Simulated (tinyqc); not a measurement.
## Trap density from two Hall measurements

Problem. p-type body, charge-sheet picture, full ionisation (an idealisation for deep acceptors), Boltzmann statistics for free electrons. e = Ec - EF at the surface. psi = Eg - Vt ln(Nv/Na) - e; N_dep = sqrt(2 eps0 eps_r Na (psi - Vt)/q); n_f = sqrt(N_dep^2 + 2 eps0 eps_r Vt Nc exp(-e/Vt)/q) - N_dep; Vg = Vfb + psi + q (N_dep + n_t + n_f)/Cox, Cox = eps0 eox/tox. Find e and n_t at both points and the mean trap density between them.

Values chosen for this exercise; band and dielectric values close to those of 4H silicon carbide: temperature T = 300 K; band gap Eg = 3.23 eV; relative permittivity eps_r = 9.74; conduction-band density of states at T Nc = 1.68e19 cm^-3; valence-band density of states at T Nv = 2.54e19 cm^-3; relative permittivity of the insulator eox = 3.9; insulator thickness tox = 53 nm; acceptor density Na = 3e16 cm^-3; flat-band voltage without trapped charge Vfb = -2.29 V.

Constants: q = 1.602176634e-19 C, kB = 1.380649e-23 J/K, Vt = kB T/q, eps0 = 8.8541878128e-14 F/cm where lengths are in cm. Results are converted to the units shown.

Vg (V): 8.4970229  17.667273
free sheet density from the Hall effect (cm^-2): 1.0300471e10  5.4055713e11

Answer. Each n_f fixes e; what the gate voltage holds beyond psi, N_dep and n_f is trapped; the difference quotient is the density, smeared over a few Vt.

e (eV): 0.141  0.0320
n_t (cm^-2): 2.23e12  5.36e12
mean trap density = 2.88e13 cm^-2 eV^-1

Numbers from tinyqc (`OMP_NUM_THREADS=1 python tinyqc.py 2222194 2222195 out.jsonl`; about 0.02 s on one thread of a shared Intel Xeon 2.30GHz).
